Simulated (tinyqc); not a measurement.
Resistance of a source-drain extension with a graded tip: one step of the calculation.

y runs along the channel, the gate covers y > 0. The doping is N0 for y < y0 and N0 10^(-(y - y0)/la) beyond, uniform over the depth xj. Sheet conductance s(y) = q mu(N) max(N - Nch, 0) xj + (for y > 0) ma Cox Vo, with mu(N) = u0 + (u1 - u0)/(1 + (N/Nr)^au) and Cox = eps0 eox/tox. Current is taken as one-dimensional; depletion of the tip, spreading and the contact are left out. The metallurgical junction lies at yj, where N = Nch.

Question. Resistance of the overlapped part. Midpoint rule on 9 equal steps from 0 to yj: R_ov = sum h/s(y), per width.

Inputs (values chosen for the exercise); mobility law close to that of holes in silicon:

| symbol | value | unit | meaning |
|---|---|---|---|
| eox | 24.7 |  | relative permittivity of the gate insulator (close to zirconium oxide) |
| tox | 7.8 | nm | insulator thickness |
| N0 | 1.3e20 | cm^-3 | active doping of the extension far from the gate |
| la | 2.5 | nm/decade | lateral abruptness |
| y0 | 4.5 | nm | position under the gate where the fall begins (gate edge at 0) |
| xj | 29 | nm | depth of the extension |
| Nch | 9.5e17 | cm^-3 | channel doping |
| Vo | 0.41 | V | gate overdrive |
| ma | 80 | cm^2/(V s) | mobility of the gate-induced layer |
| u1 | 470.5 | cm^2/(V s) | mobility at low doping |
| u0 | 44.9 | cm^2/(V s) | mobility at high doping |
| Nr | 2.23e17 | cm^-3 | reference doping |
| au | 0.719 |  | exponent |

Constants: q = 1.602176634e-19 C, eps0 = 8.8541878128e-14 F/cm where lengths are in cm. Results are converted to the units shown.

Give: y; N; doped conductance; sheet resistance; R_ov.

Answer.

| point | y (nm) | N (cm^-3) | doped conductance (uS) | sheet resistance (ohm/square) |
|---|---|---|---|---|
| 0 | 0.5467 | 1.300e20 | 2952 | 328.6 |
| 1 | 1.640 | 1.300e20 | 2952 | 328.6 |
| 2 | 2.733 | 1.300e20 | 2952 | 328.6 |
| 3 | 3.827 | 1.300e20 | 2952 | 328.6 |
| 4 | 4.920 | 8.827e19 | 2053 | 466.2 |
| 5 | 6.014 | 3.225e19 | 821.3 | 1095 |
| 6 | 7.107 | 1.178e19 | 342.8 | 2300 |
| 7 | 8.200 | 4.303e18 | 140.5 | 4302 |
| 8 | 9.294 | 1.572e18 | 37.22 | 7741 |

R_ov = 18.83 ohm um

tinyqc, about 0.03 s, one thread, Intel Xeon 2.30GHz (shared host): `OMP_NUM_THREADS=1 python tinyqc.py 2282177 2282178 out.jsonl`
